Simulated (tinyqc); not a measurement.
Static constant against the gap: interband optics of a two-band s-p chain from momentum matrix elements.

H(k) = [[Es - 2 ts cos ka, 2i V sin ka], [-2i V sin ka, Ep_ + 2 tp cos ka]] in the basis s, p; the lower band is full, with two electrons a cell. The velocity operator times hbar is W = dH/dk (eV angstrom); intra-atomic dipoles are left out.

With w(k) = |<c|W|v>|^2 and D(k) = Ec - Ev, on the mesh k_j = (j + 1/2)/N (2 pi/a): eps(E) = 1 + (8 pi e2/(a Ar)) mean_j (w/D^2) [1/(D - E - i eta) + 1/(D + E + i eta)], e2 = e^2/(4 pi eps0); light polarised along the chains, no local fields.

Constants: e^2/(4 pi eps0) = 14.39964547 eV angstrom; hbar^2/2m0 = 3.80998211 eV angstrom^2.

Values chosen for the exercise: a = 2.5 angstrom (period); Ep_ = -3.18 eV (lower orbital (p)); ts = 0.45 eV (s-s hopping); tp = 0.58 eV (p-p hopping); V = 0.6 eV (s-p hopping); Ar = 13.6 angstrom^2 (cross-section per chain).

Es takes the values listed; mesh of 400 points; the Penn-type estimate is 1 + 8 pi c e2 n_eff/(a Ar Dm^2) with Dm the f-weighted mean of D, f = w/(c D), n_eff = 2 mean(f), c = hbar^2/2m0.

Results:

| Es (eV) | smallest D (eV) | Dm (eV) | n_eff | eps(0) | estimate |
|---|---|---|---|---|---|
| 1.88 | 3.000 | 4.988 | 0.467 | 2.135 | 1.761 |
| 2.18 | 3.300 | 5.293 | 0.441 | 1.908 | 1.638 |
| 2.68 | 3.800 | 5.799 | 0.403 | 1.651 | 1.486 |
| 3.18 | 4.300 | 6.304 | 0.371 | 1.485 | 1.379 |
| 4.18 | 5.300 | 7.312 | 0.321 | 1.292 | 1.243 |
| 5.18 | 6.300 | 8.318 | 0.282 | 1.190 | 1.166 |
| 7.18 | 8.300 | 10.327 | 0.228 | 1.095 | 1.087 |

eps(0) - 1 falls from 1.135 to 0.095, as Dm^-3.41; a fixed n_eff would give the power -2, and n_eff goes from 0.467 to 0.228. The single-gap estimate is low by 33.0 % of eps(0) - 1 in the first row and 8.6 % in the last, since 1/D^2 favours the smallest separations. n_eff need not equal the 2 electrons of the cell: a two-orbital basis with chosen hoppings does not obey the free-electron sum rule.

(tinyqc, `OMP_NUM_THREADS=1 python tinyqc.py 1650674 1650675 out.jsonl`, Intel(R) Xeon(R) Processor @ 2.30GHz, 1 thread, shared host, about 0.01 s.)
